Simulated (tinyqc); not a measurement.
Pelgrom slope, floor and doping from two device sizes.

Inverse problem. s^2 = A^2/(L W) + s0^2, with s0 independent of size and A = (q/Cox) sqrt(Na Wd/3) from random dopants alone, Cox = 3.9 eps0/ti. Find A, s0 and Na.

Inputs (values chosen for the exercise): oxide-equivalent thickness in inversion ti = 2.5 nm.

Constants: q = 1.602176634e-19 C, eps0 = 8.8541878128e-14 F/cm where lengths are in cm. Results are converted to the units shown.

s for gate areas 0.00075 and 0.022 um^2 (mV): 67.4273463  12.4964500
Wd = 14.6171122 nm

Solution. s^2 is linear in 1/area: slope A^2, intercept s0^2.

A = 1.85 mV um
s0 = 1.10 mV
Na = 5.20e18 cm^-3

Program tinyqc, `OMP_NUM_THREADS=1 python tinyqc.py 2090060 2090061 out.jsonl`; Intel Xeon 2.30GHz, shared host, one thread, about 0.01 s.
